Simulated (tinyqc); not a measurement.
# Inputs raised by 2 %, one at a time

Model: domain walls in a thin film with perpendicular anisotropy: Bloch, Neel and chiral walls, motion and stripe domains. Computed by tinyqc, a small Python program. Command: `OMP_NUM_THREADS=1 python tinyqc.py 3024812 3024813 out.jsonl mwall sens`. One thread of a shared host (Intel(R) Xeon(R) Processor @ 2.30GHz), about 0.07 s of CPU time with the checks.

One-dimensional wall: polar angle theta(x), azimuth phi of the moment in the wall (phi = 0 Neel, 90 degrees Bloch). mu_0 = 1.25663706212e-6 T m/A, gamma = 1.76085963023e11 rad/(s T).

Inputs (values chosen for the exercise, for a model film):
```
quantity                      value    unit
saturation magnetisation M_s   1330    kA/m
exchange stiffness A             24    pJ/m
uniaxial anisotropy K_u        1430  kJ/m^3
DMI constant D                0.074  mJ/m^2
thickness t                     1.5      nm
damping alpha                 0.018       -
field mu_0 H_z                 0.37      mT
```

Drive: magnetic field.

Method:
- K_eff = K_u - mu_0 M_s^2/2; Delta = sqrt(A/K_eff); sigma_0 = 4 sqrt(A K_eff); profile theta = 2 arctan exp(x/Delta); quality factor Q = 2 K_u/(mu_0 M_s^2).
- sigma(phi) = sigma_0 + 2 Delta K_D cos^2(phi) - pi D cos(phi), with the wall shape anisotropy K_D = N_x mu_0 M_s^2/2, N_x = t ln 2/(pi Delta). The minimum has cos(phi) = D/D_N for D < D_N = 4 Delta K_D/pi and phi = 0 beyond; sigma turns negative at D_c = (sigma_0 + 2 Delta K_D)/pi.
- Field drive: steady motion v = gamma Delta B/alpha needs B = (alpha/2) [2 B_D sin(phi) - B_K sin(2 phi)] in size, B_K = 2 K_D/M_s, B_D = pi D/(2 M_s Delta), with phi moving from its rest value; the Walker field B_W is the largest value of |B_D sin(phi) - (B_K/2) sin(2 phi)| times alpha, reached at cos(phi) = [d - sqrt(d^2 + 8)]/4, d = B_D/B_K. Far above B_W/alpha, v = gamma Delta B alpha/(1 + alpha^2); this is used for all B above B_W.

Runs:
```
input moved                           from       to  wall energy sigma (mJ/m^2)  Walker field B_W (mT)  velocity at B_W (m/s)  velocity at B (m/s)
base run                                 -        -                      11.042                0.70509                 59.869               31.417
saturation magnetisation M_s (kA/m)   1330   1356.6                      10.234                0.66164                 60.614               33.896
exchange stiffness A (pJ/m)             24    24.48                      11.152                0.69815                 59.869               31.729
uniaxial anisotropy K_u (kJ/m^3)      1430   1458.6                      11.528                0.73606                 59.869               30.095
DMI constant D (mJ/m^2)              0.074  0.07548                      11.041                0.70779                 60.098               31.417
thickness t (nm)                       1.5     1.53                      11.042                0.71650                 60.838               31.417
damping alpha                        0.018  0.01836                      11.042                0.71919                 59.869               30.801
```

Exponents ln(y'/y) / ln(x'/x):
```
input                         wall energy sigma  Walker field B_W  velocity at B_W  velocity at B
saturation magnetisation M_s             -3.839            -3.212            0.624          3.836
exchange stiffness A                      0.501            -0.500            0.000          0.500
uniaxial anisotropy K_u                   2.174             2.171            0.000         -2.171
DMI constant D                           -0.003             0.193            0.193          0.000
thickness t                               0.002             0.810            0.810          0.000
damping alpha                             0.000             1.000            0.000         -1.000
```

To which inputs is each result most sensitive?

Among the inputs moved here: wall energy sigma answers most in size to saturation magnetisation M_s (exponent -3.839), next to uniaxial anisotropy K_u (+2.174); its exponent is below 0.0005 for damping alpha. Walker field B_W answers most in size to saturation magnetisation M_s (exponent -3.212), next to uniaxial anisotropy K_u (+2.171). Its exponent +1.000 in damping alpha: the damping torque of the moving wall balances the field torque. Velocity at B_W answers most in size to thickness t (exponent +0.810), next to saturation magnetisation M_s (+0.624); its exponent is below 0.0005 for exchange stiffness A, uniaxial anisotropy K_u, damping alpha. Its exponent 0.000 in damping alpha: mobility and Walker field carry opposite powers of alpha. Velocity at B answers most in size to saturation magnetisation M_s (exponent +3.836), next to uniaxial anisotropy K_u (-2.171); its exponent is below 0.0005 for DMI constant D, thickness t.
